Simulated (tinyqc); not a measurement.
Comparisons within one model: phonon-assisted absorption at an indirect gap. A value that a table varies takes the place of the one given here.

alpha(E) = sum_j A_j [N_j (E - Eg + w_j)^2 + (N_j + 1)(E - Eg - w_j)^2], each bracket counted only where its base is positive; N_j = 1/(exp(w_j/kB T) - 1). The first term absorbs a phonon and the second emits one; excitons and direct transitions are left out.

Photodiode (Gaertner form with a dead layer): QE = (1 - R) exp(-alpha xj) [1 - exp(-alpha W)/(1 + alpha L)], R = ((nr - 1)/(nr + 1))^2; responsivity = QE/E in A/W for E in eV.

Constants: kB = 8.617333262e-05 eV/K.

Values chosen for the exercise (loosely those of Si at room temperature; Eg is not tied to T; the results hold for these values, not for the real material):
```
symbol  value         unit         meaning
Eg      1.126         eV           indirect gap, held fixed unless listed
w       (56.4, 17.2)  meV          two zone-edge phonons
A       (3600, 810)   1/(cm eV^2)  their strengths
T       200           K
nr      3.54                       refractive index
xj      0.33          micrometre   dead layer at the surface
W       17            micrometre   depleted width
L       140           micrometre   minority diffusion length below it
E       1.396         eV           photon energy
```

## The square root of alpha at three temperatures

The gap is held fixed, so only the phonon occupations change.

sqrt(alpha) (1/cm^(1/2)):
```
E - Eg (eV)   150 K   450 K   600 K
-0.04         0.112   0.543   0.700
-0.02         0.248   1.206   1.553
0.00          0.484   1.979   2.530
0.02          0.826   2.903   3.673
0.04          1.399   4.014   5.013
0.07          2.588   5.977   7.327
0.10          4.429   8.437  10.132
0.15          7.841  12.974  15.262
0.20         11.347  17.691  20.591
0.30         18.429  27.292  31.439
0.45         29.096  41.823  47.865
0.60         39.779  56.402  64.348
```

Below the gap only phonon absorption acts: at E - Eg = -0.02 eV sqrt(alpha) is 0.248, 1.206 and 1.553 at 150, 450 and 600 K. A straight line through the last two rows meets the axis at E - Eg = +0.0415, +0.0197 and +0.0144 eV: the intercept is roughly a weighted mean of the thresholds, not the gap, and it moves from the emission side towards Eg as the occupations grow. At the last row alpha grows by a factor 2.62 from the lowest to the highest temperature at fixed gap.

## Spectral response

Response:
```
E (eV)  wavelength (nm)  alpha (1/cm)  1/alpha (micrometre)  dead layer  collected     QE    A/W
1.15               1078          1.78              5.62e+03       1.000      0.027  0.019  0.016
1.19               1042          8.20              1.22e+03       1.000      0.115  0.079  0.067
1.25                992          45.8                   218       0.998      0.436  0.299  0.239
1.33                932           159                  62.9       0.995      0.764  0.522  0.392
1.43                867           402                  24.9       0.987      0.924  0.626  0.438
1.58                785           978                  10.2       0.968      0.987  0.657  0.416
1.78                697      2.14e+03                  4.67       0.932      0.999  0.640  0.359
2.03                611      4.23e+03                  2.36       0.870      1.000  0.597  0.294
2.33                532      7.67e+03                  1.30       0.776      1.000  0.533  0.229
2.73                454      1.38e+04                 0.723       0.634      1.000  0.435  0.159
```

QE is highest, 0.657, at 1.58 eV of those listed and the responsivity at 1.43 eV; reflection alone caps QE at 0.687. Near the gap weak absorption limits it (collected share 0.027); at the top the dead layer passes 0.634. Far above the gap the quadratic law and a constant index are only rough.

## What moves the response

At the energy E. Each row changes one parameter from the base and keeps the others.

Results:
```
case                  alpha (1/cm)      QE
base                         306.8  0.6038
Eg = 1.106 eV                361.3  0.6182
T = 250 K                    356.2  0.6171
W = 34 micrometre            306.8  0.6348
L = 70 micrometre            306.8  0.5518
xj = 0.66 micrometre         306.8  0.5978
nr = 3.72                    306.8  0.5871
```

The largest shifts from the base row, up to three for each result and ties (the steps differ in size, so this ranks the rows, not the parameters). alpha (1/cm): Eg +54.5, T +49.3; unchanged at the printed digits by W, L, xj and nr. QE: L -0.0520, W +0.0310, nr -0.0168.

Run: tinyqc, `OMP_NUM_THREADS=1 python tinyqc.py 1680746 1680747 out.jsonl`; Intel(R) Xeon(R) Processor @ 2.30GHz, one thread, shared host; about 0.01 s of CPU time with all checks.
